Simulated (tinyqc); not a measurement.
# Pinning factor and decay constant from two barriers

Problem. phiB = S (phiM - chi) + (1 - S)(Eg - E0) with S = 1/(1 + (1/S0 - 1) exp(-be ti)). Find S0, S at the given thickness and be.

Parameters, values chosen for the exercise; semiconductor values close to those of germanium; interlayer mass of the order of that in strontium titanate, offset chosen freely: band gap Eg = 0.663 eV; electron affinity chi = 4.11 eV; charge-neutrality level above the valence band E0 = 0.091 eV; metal work function phiM = 3.91 eV.

phiB at ti = 0, 0.4 nm (eV): [0.5334, 0.40724062]

Answer. Each barrier gives its S by linear interpolation between the pinned and the unpinned value; the ratio of the two values of 1/S - 1 is exp(be ti).

S0 = 0.05000
S = 0.2134
be = 4.100 1/nm

tinyqc, about 0.04 s, one thread, Intel Xeon 2.30GHz (shared host): `OMP_NUM_THREADS=1 python tinyqc.py 2270145 2270146 out.jsonl`
